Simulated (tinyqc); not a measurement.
# Long-channel MOSFET, surface-potential model: what changes with what

n-channel transistor on a uniformly doped p-type body, gradual-channel approximation, constant mobility, Boltzmann statistics, full ionisation. Potentials are counted from the neutral body; V is the electron quasi-Fermi potential, Vsb at the source and Vsb + Vds at the drain. Charges are magnitudes per area.

Values chosen for this exercise; material values those of a made-up semiconductor:
- T = 300 K (temperature)
- Eg = 0.947 eV (band gap)
- eps_r = 9.62 (relative permittivity of the semiconductor)
- Nc = 2.14e19 cm^-3 (conduction-band density of states at T)
- Nv = 2.23e19 cm^-3 (valence-band density of states at T)
- Na = 1.4e16 cm^-3 (acceptor density of the body)
- eox = 24.7 (relative permittivity of the gate insulator)
- tox = 14 nm (insulator thickness)
- Vfb = -0.45 V (flat-band voltage)
- mu = 660 cm^2/(V s) (channel mobility)
- W = 20 um (gate width)
- L = 0.5 um (gate length)
- Vsb = 0.5 V (source-body reverse bias)
- Vgs = 0.43 V (gate-source voltage)
- Vds = 0.8 V (drain-source voltage)

Constants: q = 1.602176634e-19 C, kB = 1.380649e-23 J/K, Vt = kB T/q, eps0 = 8.8541878128e-14 F/cm where lengths are in cm. Results are converted to the units shown.

Each table varies one quantity; the others keep the values above.

## Transfer curve from weak to strong inversion

ni = sqrt(Nc Nv) exp(-Eg/(2 Vt)), Eg in volts; phiF = Vt ln(Na/ni); Cox = eps0 eox/tox; gamma = sqrt(2 q eps0 eps_r Na)/Cox. The surface potential psi at channel potential V solves Vgs + Vsb - Vfb - psi = gamma sqrt(G), G = psi - Vt + Vt exp((psi - 2 phiF - V)/Vt). Charge sheet: Qi = Cox gamma [sqrt(G) - sqrt(psi - Vt)]; I = mu (W/L) [integral of Qi dpsi from psi_0 to psi_L (drift) + Vt (Qi0 - QiL) (diffusion)], with psi_0 at V = Vsb and psi_L at V = Vsb + Vds. Pao-Sah: Qi(V) = (Cox gamma/2) integral from 3 Vt to psi of exp((u - 2 phiF - V)/Vt)/sqrt(G(u, V)) du, and I = mu (W/L) integral of Qi dV from Vsb to Vsb + Vds. Square law: VT = Vfb + 2 phiF + gamma sqrt(2 phiF + Vsb), m = 1 + gamma/(2 sqrt(2 phiF + Vsb)), I = mu Cox (W/L) [(Vgs - VT) v - m v^2/2] with v the smaller of Vds and (Vgs - VT)/m, and zero below VT. gm = dI/dVgs of the charge-sheet current.

Transfer curve from weak to strong inversion:
```
Vgs (V)	I, charge sheet (uA)	I, Pao-Sah (uA)	drift share (%)	gm/I (1/V)	I, square law (uA)
-0.04	3.355e-4	3.409e-4	5.959e-4	37.29	0
0.08	0.02965	0.03007	0.05267	37.38	0
0.21	3.513	3.615	5.577	34.36	55.32
0.34	100.2	111.7	48.10	17.44	672.3
0.46	482.8	538.4	71.23	9.925	1849
0.58	1277	1402	81.13	6.674	3608
0.71	2670	2885	86.52	4.850	6171
0.83	4479	4787	89.42	3.847	9145
0.96	7027	7443	91.46	3.129	1.302e4
```

The charge-sheet current rises from 3.36e-4 to 7030 uA. In the first row gm/I is 37.3 1/V, a swing of 61.7 mV a decade, against Vt ln 10 = 59.5 mV a decade for an ideal gate; in the last it is 3.13 1/V. Drift passes half of the current at Vgs = 0.46 V among the rows listed (VT = 0.158 V). The charge sheet departs most from Pao-Sah at Vgs = 0.46 V, where it is 10 % below it. In the last row the square law is 75 % above Pao-Sah. For Vgs = 0.46 to 0.96 V the surface electron density at the source passes 0.3 Nc, where degeneracy and quantisation, left out here, matter. For Vgs = 0.46 to 0.96 V mu V/L, with V the smaller of Vds and (Vgs - VT)/m, passes 3e6 cm/s, so velocity saturation would lower the current.

## Effect of the insulator thickness

VT = Vfb + 2 phiF + gamma sqrt(2 phiF + Vsb), m = 1 + gamma/(2 sqrt(2 phiF + Vsb)). The swing is 20 mV/log10[I(VT - 0.14 V)/I(VT - 0.16 V)] of the charge-sheet current at the given Vds.

Results:
```
tox (nm)	gamma (V^0.5)	VT (V)	m	swing (mV/decade)	I at Vgs, Vds (uA)
4.7	0.01328	0.1306	1.006	60.83	853.9
6.3	0.01781	0.1352	1.009	60.97	699.9
8.5	0.02403	0.1417	1.012	61.17	556.5
15	0.04240	0.1606	1.021	61.76	327.1
21	0.05936	0.1781	1.029	62.30	219.1
28	0.07914	0.1986	1.038	62.93	143.8
```

Estimate the missing row, tox = 11 nm.

Computed row:
```
tox (nm)	gamma (V^0.5)	VT (V)	m	swing (mV/decade)	I at Vgs, Vds (uA)
11	0.03109	0.1490	1.015	61.40	445.2
```

With this row back in the table: As tox goes from 4.7 to 28 nm, VT rises from 0.131 to 0.199 V, the swing rises from 60.8 to 62.9 mV a decade and the current falls from 854 to 144 uA. The swing is 1.5 % above m Vt ln 10 in the first row and 1.8 % above it in the last. For tox = 4.7 to 15 nm the surface electron density at the source passes 0.3 Nc, where degeneracy and quantisation, left out here, matter. For tox = 4.7 to 21 nm mu V/L, with V the smaller of Vds and (Vgs - VT)/m, passes 3e6 cm/s, so velocity saturation would lower the current.

Numbers from tinyqc (`OMP_NUM_THREADS=1 python tinyqc.py 2360005 2360006 out.jsonl`; about 0.04 s on one thread of a shared Intel Xeon 2.30GHz).
